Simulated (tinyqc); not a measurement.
Electron mobility in a silicon inversion layer, empirical terms and Matthiessen rule: universality: two dopings at the same effective field.

Inversion layer of sheet density Ns on a uniformly doped body. The mobility terms are empirical power laws with prefactors chosen for the exercise; adding their inverses (Matthiessen) is itself an approximation.

ni = sqrt(Nc Nv) exp(-Eg/(2 Vt)), Eg in volts; Ndep = sqrt(2 eps0 eps_r Nb (2 Vt ln(Nb/ni) + Vsb)/q); E = q (Ndep + eta Ns)/(eps0 eps_r), in MV/cm. With t = T/(300 K): muC = Ac (Ns/1e12 cm^-2) t/(Nb/1e17 cm^-3 + Nit/1e11 cm^-2), muP = Ap E^(-1/3) t^(-1.75), muS = As E^(-gs); 1/mu is the sum of the inverses. For each E, Ns is chosen to give that field on bodies with Nb = 1e17 and 8.7e17 cm^-3; the last column leaves out muC.

Values chosen for this exercise; material values close to those of silicon: temperature T = 300 K; band gap Eg = 1.12 eV; relative permittivity of the semiconductor eps_r = 11.8; conduction-band density of states at T Nc = 2.84e19 cm^-3; valence-band density of states at T Nv = 2.61e19 cm^-3; reverse body bias Vsb = 1 V; weight of the inversion charge in the effective field eta = 0.5; phonon-limited mobility at 1 MV/cm and 300 K Ap = 449 cm^2/(V s); roughness-limited mobility at 1 MV/cm As = 1160 cm^2/(V s); exponent of the roughness term gs = 2; Coulomb prefactor Ac = 2000 cm^2/(V s); charge at the interface Nit = 1.2e12 cm^-2.

Constants: q = 1.602176634e-19 C, kB = 1.380649e-23 J/K, Vt = kB T/q, eps0 = 8.8541878128e-14 F/cm where lengths are in cm. Results are converted to the units shown.

Results:

| E (MV/cm) | Ns, light body (cm^-2) | mu, light (cm^2/(V s)) | Ns, heavy body (cm^-2) | mu, heavy (cm^2/(V s)) | without muC (cm^2/(V s)) |
|---|---|---|---|---|---|
| 0.763 | 6.861e12 | 287.0 | 5.629e11 | 47.79 | 394.2 |
| 0.863 | 8.166e12 | 281.0 | 1.867e12 | 120.4 | 362.0 |
| 0.975 | 9.626e12 | 270.0 | 3.328e12 | 162.9 | 330.3 |
| 1.1 | 1.126e13 | 255.1 | 4.958e12 | 184.2 | 299.2 |
| 1.41 | 1.530e13 | 215.7 | 9.001e12 | 186.5 | 237.5 |
| 1.59 | 1.765e13 | 194.3 | 1.135e13 | 175.7 | 209.3 |
| 1.8 | 2.039e13 | 171.8 | 1.409e13 | 160.3 | 181.7 |

Estimate the missing row, E = 1.25 MV/cm.

Computed row:

| E (MV/cm) | Ns, light body (cm^-2) | mu, light (cm^2/(V s)) | Ns, heavy body (cm^-2) | mu, heavy (cm^2/(V s)) | without muC (cm^2/(V s)) |
|---|---|---|---|---|---|
| 1.25 | 1.321e13 | 236.0 | 6.914e12 | 190.7 | 266.9 |

With this row back in the table: The heavily doped body has 0.167 of the mobility of the light one in the first row and 0.933 in the last; there they lie 12 % below and 5.5 % below the curve without Coulomb scattering, which depends on E alone. The heavy body leaves that curve at low E because its field comes mostly from depletion charge and few carriers screen.

Program tinyqc, `OMP_NUM_THREADS=1 python tinyqc.py 2510152 2510153 out.jsonl`; Intel Xeon 2.30GHz, shared host, one thread, about 0.01 s.
